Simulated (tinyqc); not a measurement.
Extended Hueckel theory, for BeH2+, step by step. The parameters take no account of the charge, which enters only through the electron count. One step of it, computed by the program tinyqc.

Task: Mulliken analysis. P = C n C^T; charge = valence electrons (H 1, Be 2) minus the sum of (P S)_ii on the atom; overlap population = 2 sum P_ij S_ij between two atoms.

coefficients, order 1Be 2s, 1Be 2px, 1Be 2py, 1Be 2pz, 2H 1s, 3H 1s:
$$\begin{pmatrix}
0.390411 & 0.001240 & -0.114198 & 0.000000 & 1.246002 & -0.096938 \\
0.000000 & 0.000000 & 0.000000 & 1.000000 & 0.000000 & 0.000000 \\
-0.001677 & 0.247067 & -0.001764 & 0.000000 & 0.079101 & 1.610842 \\
0.006520 & 0.000213 & 0.992825 & 0.000000 & 0.145520 & -0.008831 \\
0.480888 & 0.581263 & 0.033530 & 0.000000 & -0.812180 & -0.965920 \\
0.493978 & -0.561155 & 0.033008 & 0.000000 & -0.730006 & 1.086139
\end{pmatrix}$$

occupations: [2.000000, 1.000000, 0.000000, 0.000000, 0.000000, 0.000000]

overlap S, order 1Be 2s, 1Be 2px, 1Be 2py, 1Be 2pz, 2H 1s, 3H 1s:
$$\begin{pmatrix}
1.000000 & 0.000000 & 0.000000 & 0.000000 & 0.458218 & 0.473309 \\
0.000000 & 1.000000 & 0.000000 & 0.000000 & 0.000000 & 0.000000 \\
0.000000 & 0.000000 & 1.000000 & 0.000000 & 0.544097 & -0.552877 \\
0.000000 & 0.000000 & 0.000000 & 1.000000 & 0.045376 & 0.046037 \\
0.458218 & 0.000000 & 0.544097 & 0.045376 & 1.000000 & 0.035851 \\
0.473309 & 0.000000 & -0.552877 & 0.046037 & 0.035851 & 1.000000
\end{pmatrix}$$

Give: charges; Overlap populations.

Result:

charges: 1Be 1.1240, 2H -0.0556, 3H -0.0684

Overlap populations:
```
pair     value
2-1   0.499872
3-1   0.520179
3-2   0.010678
```
